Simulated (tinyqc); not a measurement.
Kink density above f_c: Frenkel-Kontorova chain: a misfit dislocation (kink) in a monolayer on a periodic substrate. Computed by tinyqc, a small Python program. Command: `OMP_NUM_THREADS=1 python tinyqc.py 3000986 3000987 out.jsonl fkchain walk`. One thread of a shared host (Intel(R) Xeon(R) Processor @ 2.30GHz), about 0.02 s of CPU time with the checks.

E = sum_j [(k/2)(x_(j+1) - x_j - b)^2 + (W/2)(1 - cos(2 pi x_j/a))], x_j = a (j + u_j). A kink takes u from 0 to 1: the chain is stretched by one period and has one atom fewer than wells.

Inputs (values chosen for the exercise, for a model overlayer):
```
quantity              value           unit
spring constant k      7.08  eV/angstrom^2
substrate period a     3.11       angstrom
corrugation W          5.53             eV
misfit f = (b - a)/a   0.45              -
atomic mass M           190              u
```

Constants: nu for 1 eV/(angstrom^2 u) = 15.6333042 THz.

Method. l0 = sqrt(k a^2/(2 W)); kink u(j) = (2/pi) arctan exp(pi j/l0); kink energy at f = 0: E0 = (4/pi) W l0; with misfit E0 - k a^2 f; kinks become favourable at f_c = 2/(pi l0), and a coherent chain with free ends loses stability at f_m = 1/l0. Lowest vibration of the flat chain: nu0 = 15.6333042 THz x sqrt(2 pi^2 W/(a^2 M)). Frank and van der Merwe: the modulus q solves f = 2 E(q)/(pi l0 q), and the kinks per atom are pi/(2 l0 q K(q)), with the complete elliptic integrals K and E; strain left = f - density (for f above f_c = 2/(pi l0)).

critical misfit f_c = 0.255847

kink width l0 = 2.48828

Continuum ground state:
```
f             q  kinks per atom  strain left
0.2571  0.99902         0.14020      0.11690
0.2610  0.99525         0.17042      0.09058
0.2686  0.98673         0.19874      0.06986
0.2814  0.97078         0.22894      0.05246
0.3070  0.93624         0.27195      0.03505
0.3582  0.86545         0.33852      0.01968
0.4349  0.76739         0.42453      0.01037
0.5629  0.63528         0.55826      0.00464
```

0.49 % above f_c the density is already 0.55 of f: kinks repel only exponentially, so they flood in, as 1/|ln(f - f_c)|. At 2.2 f_c they take up 99.2 % of the misfit and the layer floats nearly free. Caution: a corrugation above 1 eV is larger than real overlayers usually show; it is chosen to keep the kink narrow. Caution: for l0 below about 3 the kink spans few atoms, and the continuum kink energy is off by about 2 per cent or more.
